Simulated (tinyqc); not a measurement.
# Gate-all-around wire, scale length and short-channel effects: two studies

A round wire of diameter ts in an insulator shell of thickness ti under a surrounding gate. Below threshold the potential that source and drain add obeys Laplace's equation and vanishes on the gate. Its lowest mode decays along the channel as exp(-k y); k is the smallest positive root of the matching condition at the interface, and the scale length is Lambda = pi/k.

Parameters, values chosen for the exercise; permittivities: semiconductor close to that of silicon, insulator close to that of silicon dioxide: temperature T = 300 K; relative permittivity of the semiconductor eps_r = 11.6; insulator thickness ti = 1.9 nm; wire diameter ts = 3.6 nm; channel length L = 18 nm; potential of the source Vbi = 1.04 V; potential of the barrier top at threshold sT = 0.35 V; drain voltage Vds = 0.7 V.

Constants: q = 1.602176634e-19 C, kB = 1.380649e-23 J/K, Vt = kB T/q. Results are converted to the units shown.

Each table varies one quantity; the others keep the values above.

## Effect of the relative permittivity of the insulator

k is the smallest positive root of f(k) = ei J0(u)[J1(u) Y0(v) - Y1(u) J0(v)] - eps_r J1(u)[J0(u) Y0(v) - Y0(u) J0(v)], u = k ts/2, v = u + k ti. Along the channel psi(y) = s + a exp(y/l) + b exp(-y/l) with psi(0) = Vbi, psi(L) = Vbi + Vds and l = 1/k = Lambda/pi; with A = Vbi - s, B = A + Vds, x = exp(-L/l): a = (B - A x) x/(1 - x^2), b = (A - B x)/(1 - x^2). The minimum is s + 2 sqrt(a b), at y = (l/2) ln(b/a). The long-channel potential follows the gate as s = sT + (Vg - VTL)/m, and the threshold VT is the gate voltage at which the minimum equals sT. Swing = m Vt ln 10/g at threshold, g = d(minimum)/ds = 1 - (b x + a)/((1 + x) sqrt(a b)). DIBL = [VT(0.05 V) - VT(Vds)]/(Vds - 0.05 V). sT and Vbi are held fixed; m = 1.

Effect of the relative permittivity of the insulator:
```
ei	Lambda (nm)	L/Lambda	VT - VTL at Vds (mV)	DIBL (mV/V)	swing (mV/decade)
3.9	6.808	2.644	-31.83	13.31	61.57
5.7	5.955	3.023	-17.29	7.214	60.64
8.5	5.258	3.423	-9.139	3.807	60.12
12	4.793	3.756	-5.400	2.248	59.87
18	4.375	4.115	-3.065	1.276	59.72
27	4.066	4.426	-1.876	0.7804	59.65
40	3.848	4.678	-1.263	0.5255	59.61
```

As ei goes from 3.9 to 40, Lambda falls from 6.81 to 3.85 nm, DIBL falls from 13.3 to 0.525 mV/V and the swing falls from 61.6 to 59.6 mV a decade. On average Lambda goes as ei^(-0.25). In every row the semiconductor is under 4 nm thick, where quantum confinement shifts the threshold.

## A higher permittivity at fixed equivalent oxide thickness

Same model as above.

The equivalent oxide thickness 3.9 ti/ei is held at 1.9 nm, so ti = 1.9 ei/3.9 nm.

Result of one run:
```
ei	ti (nm)	Lambda (nm)	L/Lambda	DIBL (mV/V)	swing (mV/decade)
5	2.436	6.971	2.582	14.72	61.79
```

What becomes of these results when the relative permittivity of the insulator ei is changed from 5 to 20, all else the same?

Result of the changed run:
```
ei	ti (nm)	Lambda (nm)	L/Lambda	DIBL (mV/V)	swing (mV/decade)
20	9.744	14.81	1.215	175.0	85.03
```

The whole series:
```
ei	ti (nm)	Lambda (nm)	L/Lambda	DIBL (mV/V)	swing (mV/decade)
3.9	1.900	6.808	2.644	13.31	61.57
5	2.436	6.971	2.582	14.72	61.79
7.5	3.654	7.727	2.329	22.36	62.95
10	4.872	8.876	2.028	37.30	65.19
15	7.308	11.72	1.536	91.08	73.07
20	9.744	14.81	1.215	175.0	85.03
25	12.18	17.98	1.001	286.5	100.6
```

As ei goes from 3.9 to 25, Lambda rises from 6.81 to 18.0 nm, DIBL rises from 13.3 to 287 mV/V and the swing rises from 61.6 to 101 mV a decade. The ratio ei/ti is the same in every row, yet the insulator grows from 1.90 to 12.2 nm, and drain fields reach the channel sideways through it. For ei = 20 to 25 L is under 1.5 Lambda, where higher modes, left out of the one-mode potential, count. In every row the semiconductor is under 4 nm thick, where quantum confinement shifts the threshold.

Numbers from tinyqc (`OMP_NUM_THREADS=1 python tinyqc.py 2420056 2420057 out.jsonl`; about 0.01 s on one thread of a shared Intel Xeon 2.30GHz).
